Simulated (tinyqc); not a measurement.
## Field length and prefactor from two substrate currents

Problem. For Em = (Vd - Vdsat)/l, Isub/Id = (Ai/Bi)(Vd - Vdsat) exp(-Bi l/(Vd - Vdsat)), and l = sqrt(3 tox xj). Find l, Ai and xj.

Values chosen for this exercise: oxide thickness tox = 5.5 nm; ionisation field Bi = 1.79 MV/cm.

Isub/Id at Vd - Vdsat = 1.6 and 2.1 V: 0.0378129937  0.124299095

Answer. ln[Isub/(Id (Vd - Vdsat))] is linear in 1/(Vd - Vdsat) with slope -Bi l.

l = 34.5 nm
Ai = 2.00e6 1/cm
xj = 72.0 nm

tinyqc, about 0.01 s, one thread, Intel Xeon 2.30GHz (shared host): `OMP_NUM_THREADS=1 python tinyqc.py 2550131 2550132 out.jsonl`
